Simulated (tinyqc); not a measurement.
Where in the gap a trap does harm: carrier lifetime from Shockley-Read-Hall, radiative, Auger and surface recombination. Computed by tinyqc, a small Python program. Command: `OMP_NUM_THREADS=1 python tinyqc.py 3013885 3013886 out.jsonl lifetime walk`. One thread of a shared host (Intel(R) Xeon(R) Processor @ 2.30GHz), about 0.02 s of CPU time with the checks.

Energies are counted from the top of the valence band. Boltzmann statistics, full ionisation, and equal excess densities of electrons and holes.

Inputs (values chosen for the exercise, for a model semiconductor):

| quantity | value | unit |
|---|---|---|
| gap E_g | 1.24 | eV |
| electron mass m_e | 0.0662 | m_0 |
| valleys M_c | 1 | - |
| hole mass m_h | 0.538 | m_0 |
| temperature T | 250 | K |
| doping N | 1e+16 | cm^-3 |
| trap level E_t | 0.777 | eV |
| trap density N_t | 1.1e+14 | cm^-3 |
| electron cross-section sigma_n | 1.3e-15 | cm^2 |
| hole cross-section sigma_p | 1.2e-16 | cm^2 |

Doping: n-type. Surface term: two equal surfaces.

Constants: m_0 = 9.1093837015e-31 kg; k_B = 1.380649e-23 J/K; h = 6.62607015e-34 J s; k_B = 8.617333262e-05 eV/K.

Method:
- N_c = 2 M_c (2 pi m_e k_B T/h^2)^(3/2) and N_v = 2 (2 pi m_h k_B T/h^2)^(3/2), masses in units of m_0.
- n_i = sqrt(N_c N_v) exp(-E_g/2 k_B T); majority density N/2 + sqrt(N^2/4 + n_i^2), minority density n_i^2 over it.
- v = sqrt(3 k_B T/m) with m_e or m_h; tau_n0 = 1/(sigma_n v_n N_t), tau_p0 = 1/(sigma_p v_p N_t); n1 = N_c exp(-(E_g - E_t)/k_B T), p1 = N_v exp(-E_t/k_B T).
- Low injection: tau = [tau_p0 (n_0 + n1) + tau_n0 (p_0 + p1)]/(n_0 + p_0). Depleted region (n = p = 0): generation lifetime tau_g = (tau_p0 n1 + tau_n0 p1)/n_i. n1 = N_c exp(-(E_g - E_t)/k_B T), p1 = N_v exp(-E_t/k_B T).

tau_p0 = 5.21182e-06 s

n_0 = 1.00e+16 cm^-3

N_c = 3.25153e+17 cm^-3

tau_n0 = 1.68758e-07 s

p_0 = 2.46468e-05 cm^-3

N_v = 7.53310e+18 cm^-3

n_i = 496456 cm^-3

The same trap at other energies:

| E_t (eV) | SRH lifetime (s) | generation lifetime (s) |
|---|---|---|
| 0.074 | 9.3088e-06 | 8.2525e+04 |
| 0.186 | 5.2344e-06 | 4.5579e+02 |
| 0.310 | 5.2119e-06 | 1.4422e+00 |
| 0.434 | 5.2118e-06 | 4.5636e-03 |
| 0.558 | 5.2118e-06 | 1.4501e-05 |
| 0.620 | 5.2118e-06 | 1.8951e-06 |
| 0.682 | 5.2118e-06 | 1.9295e-05 |
| 0.806 | 5.2118e-06 | 6.0833e-03 |
| 0.930 | 5.2119e-06 | 1.9225e+00 |
| 1.054 | 5.2420e-06 | 6.0758e+02 |
| 1.166 | 1.0673e-05 | 1.1001e+05 |

What follows from these numbers?

The SRH lifetime (other channels left aside) stays within 10 % of its least value, among these rows, from E_t = 0.186 to 1.054 eV. The generation lifetime has a sharp minimum, among these rows at 0.62 eV and exactly at 0.617 eV, where tau_p0 n1 = tau_n0 p1, since generation needs two thermal jumps and the larger one rules.

Extremes, crossings and ranges named in words are read from the listed rows.
